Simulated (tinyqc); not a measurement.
# Ground and coupling capacitance from two measurements

Inverse problem. A line has Cg to the planes and Cc to each of two neighbours. Find Cg, Cc, the load when both neighbours switch in antiphase, and the pulse on the line when it floats and both neighbours swing by Vx.

Inputs (values chosen for the exercise):

| symbol | value | unit | meaning |
|---|---|---|---|
| Vx | 0.7 | V | swing |

capacitance with neighbours driven alike and with neighbours grounded (aF/um): [35, 137]

Solution. Driven alike, Cc carries no charge, which leaves Cg; grounded neighbours give Cg + 2 Cc, antiphase Cg + 4 Cc; a floating line divides the swing as 2 Cc/(Cg + 2 Cc).

Cg = 35.0 aF/um
Cc = 51.0 aF/um
load in antiphase = 239 aF/um
pulse = 0.521 V

Computed by the program tinyqc: `OMP_NUM_THREADS=1 python tinyqc.py 2790141 2790142 out.jsonl`, one thread of a shared Intel Xeon 2.30GHz, about 0.4 s for the whole run.
